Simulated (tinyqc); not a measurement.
What each parameter does: eight-band Kane k.p model.

Eight-band Kane model, basis S, X, Y, Z times spin, zero of energy at the top of the unstrained valence band, c = hbar^2/2m0. Within each spin: H_SS = Eg + A c k^2, H_SX = i P kx (likewise Y, Z), H_XX = -Dso/3 + L kx^2 + M (ky^2 + kz^2), H_XY = N kx ky, and cyclic. Spin-orbit term (Dso/3) L.sigma on X, Y, Z with (L_k)_ij = -i epsilon_kij: <X+|H|Y+> = -i Dso/3, <X+|H|Z-> = Dso/3, <Y+|H|Z-> = -i Dso/3, <Z+|H|X-> = -Dso/3, <Z+|H|Y-> = i Dso/3, <X-|H|Y-> = i Dso/3, and their conjugates; + and - are the spin along z. Terms from inversion asymmetry are left out, so every level is twofold.

P = sqrt(Ep c); A = 1/me - Ep (Eg + 2 Dso/3)/(Eg (Eg + Dso)) keeps the electron mass; g1' = g1 - Ep/(3 Eg), g2' = g2 - Ep/(6 Eg), g3' = g3 - Ep/(6 Eg) remove the coupling to S that the Luttinger values already hold; L = -c (g1' + 4 g2'), M = -c (g1' - 2 g2'), N = -6 c g3'.

Constants: hbar^2/2m0 = 3.80998211 eV angstrom^2.

Values chosen for the exercise (near those of Ge; the results hold for these values, not for the real material):
- Eg = 0.897 eV (gap at Gamma to the s-like level)
- Dso = 0.287 eV (spin-orbit splitting)
- Ep = 26.3 eV (Kane energy)
- me = 0.0377 m0 (electron mass at Gamma)
- g1 = 13.4 (Luttinger gamma1)
- g2 = 4.25 (gamma2)
- g3 = 5.69 (gamma3)
- kmax = 0.05 1/angstrom (end of the path)

Unstrained; levels at |k| = kmax along [111], all derived values formed anew. Each row changes one parameter from the base and keeps the others.

Results:
```
case             conduction (eV)  heavy hole (eV)  light hole (eV)  split-off (eV)
base                      1.0947          -0.0192          -0.1408         -0.4324
Eg = 0.8073 eV            1.0013          -0.0192          -0.1407         -0.4241
Dso = 0.2583 eV           1.0942          -0.0192          -0.1346         -0.4111
Ep = 28.93 eV             1.0944          -0.0192          -0.1414         -0.4292
me = 0.0415 m0            1.0749          -0.0192          -0.1419         -0.4346
g1 = 14.74                1.0929          -0.0320          -0.1530         -0.4439
g2 = 4.675                1.0947          -0.0192          -0.1408         -0.4324
g3 = 5.121                1.0978          -0.0301          -0.1441         -0.4213
```

The largest shifts from the base row, up to three for each result and ties (the steps differ in size, so this ranks the rows, not the parameters). conduction (eV): Eg -0.0935, me -0.0198, g3 +0.0030; unchanged at the printed digits by g2. heavy hole (eV): g1 -0.0128, g3 -0.0108; unchanged at the printed digits by Eg, Dso, Ep, me and g2. light hole (eV): g1 -0.0122, Dso +0.0062, g3 -0.0033; unchanged at the printed digits by g2. split-off (eV): Dso +0.0213, g1 -0.0116, g3 +0.0111; unchanged at the printed digits by g2. Along [111] the heavy hole follows g1 - 2 g3 alone.

(tinyqc, `OMP_NUM_THREADS=1 python tinyqc.py 1080353 1080354 out.jsonl`, Intel(R) Xeon(R) Processor @ 2.30GHz, 1 thread, shared host, about 0.01 s.)
